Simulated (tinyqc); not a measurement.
Dopants and charged point defects at anneal temperature: Fermi-level effect, clustering and pairing: one step, computed by the program tinyqc.

Boltzmann statistics and full ionisation of active dopants. Energies are counted from the valence band; the defect (a vacancy or self-interstitial) has five charge states, with all degeneracy factors one.

Task: Carrier density and Fermi level. n = A/2 + sqrt(A^2/4 + n_i^2) for an active density A. chi = n/n_i (for acceptors n_i/p); E_F = E_i + k_B T ln chi; field enhancement h = 1 + A/sqrt(A^2 + 4 n_i^2).

Inputs (values chosen for the exercise, for a model semiconductor): anneal temperature T = 800 K.

Dopant: donor. Second part: pairing with a mobile impurity.

active density A = 2.00e+20 cm^-3

n_i = 1.566959e+17 cm^-3

E_i = 0.4258035 eV

k_B T = 0.06893867 eV

Give: n; chi; E_F; field enhancement h.

Result:

n = 2.000e+20 cm^-3

chi = 1276

E_F = 0.9188 eV

field enhancement h = 2.000

The doping is 1280 n_i: extrinsic conditions. Caution: the carrier density exceeds the effective density of states, where Boltzmann statistics understate the shift of E_F and so the density of charged defects (gap narrowing, also left out, works the other way).
